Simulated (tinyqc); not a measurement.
# Tunnelling through a two-layer gate stack, WKB transmission and Tsu-Esaki current: several studies

Electrons leave the emitter at x = 0. Energies E (motion across the layers) are in eV from the emitter Fermi level; the collector Fermi level lies at -V and offers states at every E. No charge in the dielectric and no image force: F1 = V/(t1 + t2 eps1/eps2), F2 = F1 eps1/eps2; U = phi1 - F1 x in layer 1 and phi2 - F1 t1 - F2 (x - t1) in layer 2. With C = hbar^2/(2 m0), kappa = sqrt(m (U - E)/C) where U > E and 0 elsewhere; T(E) = exp(-S), S = 2 times the integral of kappa over x.

Values chosen for this exercise; layer 1 close to aluminium oxide, layer 2 close to hafnium oxide:
- T = 350 K (temperature)
- Ef = 0.27 eV (Fermi energy of the emitter above its band bottom)
- me = 1 m0 (emitter mass in the supply function)
- phi1 = 2.48 eV (barrier of layer 1 above the emitter Fermi level at zero bias)
- m1 = 0.4 m0 (tunnelling mass of layer 1)
- t1 = 0.6 nm (thickness of layer 1)
- eps1 = 9.37 (relative permittivity of layer 1)
- phi2 = 1.57 eV (barrier of layer 2 at zero bias)
- m2 = 0.21 m0 (tunnelling mass of layer 2)
- t2 = 3.6 nm (thickness of layer 2)
- eps2 = 22.1 (relative permittivity of layer 2)
- V = 0.7 V (voltage across the dielectric)

Constants: q = 1.602176634e-19 C, kB = 1.380649e-23 J/K, hbar = 1.054571817e-34 J s, m0 = 9.1093837015e-31 kg, Vt = kB T/q, hbar^2/(2 m0) = 0.0380998212 eV nm^2. Results are converted to the units shown.

Each table varies one quantity; the others keep the values above.

## Effect of the thickness t1 at fixed voltage

Each layer adds (2/F) sqrt(m/C) [G(u at its left edge) - G(u at its right edge)] to S, with u = U - E (0 where negative) and G(u) = (2/3) u^1.5. J = J0 times the integral of T(E) N(E) dE, N = ln[(1 + exp(-E/Vt))/(1 + exp((-E - V)/Vt))], J0 = q^2 me m0 kB T/(2 pi^2 hbar^3) (times 1e-4 for A/cm^2 per eV), from E = -Ef to far above the barrier (T = 1 there), by quadrature converged to the digits shown.

Effect of the thickness t1 at fixed voltage:
```
t1 (nm)	S at E = 0	T(E = 0)	J (A/cm^2)	mean E of the current (eV)
0.4	22.08	2.567e-10	0.04530	-0.1183
0.51	23.06	9.680e-11	0.01655	-0.1162
0.63	24.13	3.318e-11	0.005484	-0.1139
0.74	25.12	1.237e-11	0.001984	-0.1117
0.86	26.20	4.193e-12	6.515e-4	-0.1094
0.97	27.19	1.550e-12	2.340e-4	-0.1073
1.09	28.28	5.211e-13	7.635e-5	-0.1049
1.2	29.29	1.913e-13	2.728e-5	-0.1027
```

Read the table: what changes, and by how much?

J falls from 0.0453 to 2.73e-5 A/cm^2: 3.98 decades a nanometre between the first two rows and 4.06 between the last two. The exponent S alone gives dS/dt/ln 10 = 3.85 and 3.96. In 4 of the 8 rows a layer is thinner than 0.8 nm, a few atomic planes, where an effective mass is a rough description.

## Effect of the tunnelling mass m2

Same model as above.

Result of one run:
```
m2 (m0)	S at E = 0	T(E = 0)	J (A/cm^2)	mean E of the current (eV)
0.15	21.10	6.895e-10	0.1325	-0.1237
```

What becomes of these results when the tunnelling mass of layer 2 m2 is changed from 0.15 to 0.12 m0, all else the same?

Result of the changed run:
```
m2 (m0)	S at E = 0	T(E = 0)	J (A/cm^2)	mean E of the current (eV)
0.12	19.50	3.394e-9	0.7114	-0.1289
```

The whole series:
```
m2 (m0)	S at E = 0	T(E = 0)	J (A/cm^2)	mean E of the current (eV)
0.12	19.50	3.394e-9	0.7114	-0.1289
0.15	21.10	6.895e-10	0.1325	-0.1237
0.2	23.43	6.673e-11	0.01136	-0.1159
0.25	25.49	8.527e-12	0.001314	-0.1088
0.31	27.70	9.327e-13	1.300e-4	-0.1008
0.4	30.65	4.883e-14	6.028e-6	-0.08977
0.5	33.56	2.661e-15	2.956e-7	-0.07829
0.63	36.94	9.096e-17	9.111e-9	-0.06402
```

J falls from 0.711 to 9.11e-9 A/cm^2. S goes as m2^(0.39): only one of the two layers feels this mass, so the power is below 0.5. In every row a layer is thinner than 0.8 nm, a few atomic planes, where an effective mass is a rough description.

## Current against voltage

Same model as above.

Result of one run:
```
V (V)	S at E = 0	T(E = 0)	J (A/cm^2)	mean E of the current (eV)
0.2	26.38	3.483e-12	6.092e-4	-0.1159
```

What becomes of these results when the voltage across the dielectric V is changed from 0.2 to 1.92 V, all else the same?

Result of the changed run:
```
V (V)	S at E = 0	T(E = 0)	J (A/cm^2)	mean E of the current (eV)
1.92	14.30	6.157e-7	62.64	-0.07169
```

The whole series:
```
V (V)	S at E = 0	T(E = 0)	J (A/cm^2)	mean E of the current (eV)
0.2	26.38	3.483e-12	6.092e-4	-0.1159
0.49	24.96	1.439e-11	0.002520	-0.1178
0.77	23.48	6.379e-11	0.01044	-0.1131
1.06	21.76	3.547e-10	0.05293	-0.1062
1.35	19.76	2.621e-9	0.3430	-0.09367
1.64	16.98	4.220e-8	4.012	-0.06177
1.92	14.30	6.157e-7	62.64	-0.07169
2.21	12.26	4.735e-6	570.9	-0.08905
2.5	10.71	2.226e-5	3137	-0.1021
```

J rises from 6.09e-4 to 3140 A/cm^2, by 2.13 decades a volt between the first two rows and 2.55 between the last two. From V = 1.64 V on (among the rows) a band edge falls below the emitter Fermi level, so electrons at E = 0 no longer cross the full thickness. In 2 of the 9 rows the field exceeds 10 MV/cm (up to 11.8), more than most dielectrics sustain; the model ignores breakdown. In every row a layer is thinner than 0.8 nm, a few atomic planes, where an effective mass is a rough description.

tinyqc, about 0.06 s, one thread, Intel Xeon 2.30GHz (shared host): `OMP_NUM_THREADS=1 python tinyqc.py 2540164 2540165 out.jsonl`
